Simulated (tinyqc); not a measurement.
Biaxial strain splits the top of the valence band: sp3s* tight binding, strained.

sp3s* tight binding, nearest neighbours only: anion (a) at 0, cation (c) at a/4 (1,1,1), orbitals s, px, py, pz, s* on each; k in units of 2 pi/a. With phases e_j = exp(i (pi/2) k.n_j) for n = (1,1,1), (1,-1,-1), (-1,1,-1), (-1,-1,1): g0 = (e1+e2+e3+e4)/4, g1 = (e1+e2-e3-e4)/4, g2 = (e1-e2+e3-e4)/4, g3 = (e1-e2-e3+e4)/4. The diagonal holds the levels Esa, Epa, Exa (s*) and Esc, Epc, Exc. Anion-cation block: <sa|sc> = Vss g0; <sa|xc> = Vsapc g1; <xa|sc> = -Vscpa g1; <xa|xc> = Vxx g0; <xa|yc> = <ya|xc> = Vxy g3, <xa|zc> = <za|xc> = Vxy g2, <ya|zc> = <za|yc> = Vxy g1; <s*a|xc> = Vxapc g1; <xa|s*c> = -Vpaxc g1; y and z take g2 and g3 in place of g1; s-s* and s*-s* vanish.

Strain e moves each bond vector to d = (1 + e) d0 (no internal displacement for the diagonal strains used here) and k is given in fractions of the strained reciprocal cell, so the phases stay. Two-centre values Vss_sigma = Vss/4, Vsp_sigma = sqrt3 V/4 for each s-p and s*-p pair, Vpp_sigma = (Vxx + 2 Vxy)/4, Vpp_pi = (Vxx - Vxy)/4 are scaled by (d0/d)^eta and combined with the new direction cosines; the levels on the diagonal stay.

Parameters, chosen for this exercise (near a published set for Si, fitted to gaps, whose masses and valley positions are rough; spin-orbit coupling, where it is added without a refit, lifts the valence top and shrinks all gaps by about a third of the splitting; the results hold for these values, not for the real material): Esa = -4.21 eV (s level of the anion); Epa = 1.712 eV (p level of the anion); Esc = -4.21 eV (s level of the cation); Epc = 1.712 eV (p level of the cation); Exa = 6.69 eV (s* level of the anion); Exc = 6.69 eV (s* level of the cation); Vss = -8.312 eV (s-s); Vxx = 1.718 eV (px-px); Vxy = 4.587 eV (px-py); Vsapc = 5.722 eV (s anion, p cation); Vscpa = 5.722 eV (s cation, p anion); Vxapc = 5.383 eV (s* anion, p cation); Vpaxc = 5.383 eV (p anion, s* cation); eta = 2 (scaling exponent); D001 = 0.73 (ratio -ezz/exx).

No spin-orbit coupling; k = 0; exx = eyy = e, ezz = -D001 e. The four bonds keep equal lengths, and the sums over them give Vxx(e) for px and py and Vzz(e) for pz; each level is the lower root of [[Epa, V], [V, Epc]], and the s level the upper root of the s block. The shear potential b follows from E(x,y) - E(z) = 3 b (exx - ezz), taken as the slope between e = -0.005 and 0.005.

Couplings and levels at Gamma (eV):
```
e           ezz  Vxx(e)  Vzz(e)   E(x,y)     E(z)  E(x,y) - E(z) (meV)  upper s level
-0.020   0.0146  1.6379  1.9652   0.0741  -0.2532                327.3         4.2423
-0.010   0.0073  1.6788  1.8400   0.0332  -0.1280                161.2         4.1723
-0.005   0.0037  1.6986  1.7786   0.0134  -0.0666                 80.0         4.1372
0.005   -0.0037  1.7370  1.6582  -0.0250   0.0538                -78.7         4.0668
0.020   -0.0146  1.7914  1.4838  -0.0794   0.2282               -307.6         3.9609
```

Give the missing row, e = 0.010, ezz = -0.0073.

Computed row:
```
e          ezz  Vxx(e)  Vzz(e)   E(x,y)    E(z)  E(x,y) - E(z) (meV)  upper s level
0.010  -0.0073  1.7555  1.5993  -0.0435  0.1127               -156.2         4.0315
```

b = -3.058 eV

Under tension in the plane (e > 0) the bonds tilt towards the plane, Vxx grows to 1.7555 and Vzz falls to 1.5993 eV at e = 0.01, and the pz state forms the top of the valence band, by 156.2 meV; under compression (e = -0.01) the px, py pair does, by 161.2 meV. The slope gives b = -3.06 eV, a rough value, since on-site strain terms are left out (measured values lie near -2 eV).

Computed by tinyqc, a small Python program: `OMP_NUM_THREADS=1 python tinyqc.py 1450478 1450479 out.jsonl` (the numbers bound the seed that draws the inputs); one thread of a shared host (Intel(R) Xeon(R) Processor @ 2.30GHz), about 0.1 s for the whole set of steps.
